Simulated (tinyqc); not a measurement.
Resistance of a source-drain extension with a graded tip: one step of the calculation.

y runs along the channel, the gate covers y > 0. The doping is N0 for y < y0 and N0 10^(-(y - y0)/la) beyond, uniform over the depth xj. Sheet conductance s(y) = q mu(N) max(N - Nch, 0) xj + (for y > 0) ma Cox Vo, with mu(N) = u0 + (u1 - u0)/(1 + (N/Nr)^au) and Cox = eps0 eox/tox. Current is taken as one-dimensional; depletion of the tip, spreading and the contact are left out. The metallurgical junction lies at yj, where N = Nch.

Task. Sheet resistances and junction position. yj = y0 + la log10(N0/Nch); sheet resistance of the full extension 1/[q mu(N0)(N0 - Nch) xj] and of the gate-induced layer 1/(ma Cox Vo); metallurgical length Lg - 2 yj; ye is where the doped and the gate-induced conductances are equal.

Values chosen for this exercise; mobility law close to that of electrons in silicon:
```
symbol   value        unit                                                                 meaning
eox        3.9              relative permittivity of the gate insulator (close to silicon dioxide)
tox        2.8          nm                                                     insulator thickness
N0      5.8e19       cm^-3                        active doping of the extension far from the gate
la         2.9   nm/decade                                                      lateral abruptness
y0           2          nm          position under the gate where the fall begins (gate edge at 0)
xj          23          nm                                                  depth of the extension
Nch     8.7e17       cm^-3                                                          channel doping
Vo        0.53           V                                                          gate overdrive
ma         180  cm^2/(V s)                                      mobility of the gate-induced layer
u1        1414  cm^2/(V s)                                                  mobility at low doping
u0        68.5  cm^2/(V s)                                                 mobility at high doping
Nr      9.2e16       cm^-3                                                        reference doping
au       0.711                                                                            exponent
Lg          50          nm                                                             gate length
```

Constants: q = 1.602176634e-19 C, eps0 = 8.8541878128e-14 F/cm where lengths are in cm. Results are converted to the units shown.

Find: yj; sheet resistance of the extension; sheet resistance of the induced layer; metallurgical length; ye; N at ye.

Result.

yj = 7.2893 nm
sheet resistance of the extension = 578.48 ohm/square
sheet resistance of the induced layer = 8499.6 ohm/square
metallurgical length = 35.421 nm
ye = 5.9003 nm
N at ye = 2.6212e18 cm^-3

The gate takes over 1.39 nm before the junction, where N is still 3.01 times the channel doping.

tinyqc, about 0.03 s, one thread, Intel Xeon 2.30GHz (shared host): `OMP_NUM_THREADS=1 python tinyqc.py 2282118 2282119 out.jsonl`
